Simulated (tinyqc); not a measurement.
Worked calculation: one-electron ion in a basis of Gaussians. One step of it, computed by the program tinyqc.

Task: Generalised eigenproblem. Solve H C = S C e through S^(-1/2); each column has its largest component positive (the first on a tie).

H = T + V (hartree), lower triangle:
```
,1,2,3,4,5,6
1,-1.526808
2,-1.725306,-1.380301
3,-1.674005,-1.585628,5.127056
4,-1.353152,-2.527186,5.625683,46.065269
5,-0.998441,-2.481738,-0.968369,51.197775,252.091076
6,-0.709591,-1.974478,-3.635625,17.041745,280.875875,1212.887434
```

S, lower triangle:
```
,1,2,3,4,5,6
1,1.000000
2,0.684691,1.000000
3,0.284050,0.684667,1.000000
4,0.099063,0.284045,0.684682,1.000000
5,0.033040,0.099048,0.284020,0.684625,1.000000
6,0.010907,0.033040,0.099054,0.284027,0.684694,1.000000
```

Give: eigenvalues of S; eigenvalues; coefficients.

Result:

eigenvalues of S: 0.077  0.176  0.410  0.891  1.719  2.728

eigenvalues (hartree): -1.996  0.797  14.055  82.727  409.132  1963.244

coefficients:
```
,1,2,3,4,5,6
1,0.592,1.239,0.526,-0.202,0.084,-0.036
2,0.439,-1.228,-1.472,0.660,-0.273,0.115
3,0.090,-0.023,1.543,-1.448,0.667,-0.279
4,0.016,-0.033,-0.102,1.617,-1.404,0.641
5,0.002,0.000,0.032,-0.157,1.615,-1.325
6,0.001,-0.001,-0.002,0.028,-0.143,1.480
```

For Z = 2 and l = 0 the exact lowest level is -Z^2/(2 n^2) with n = l + 1: -2.000000 hartree.
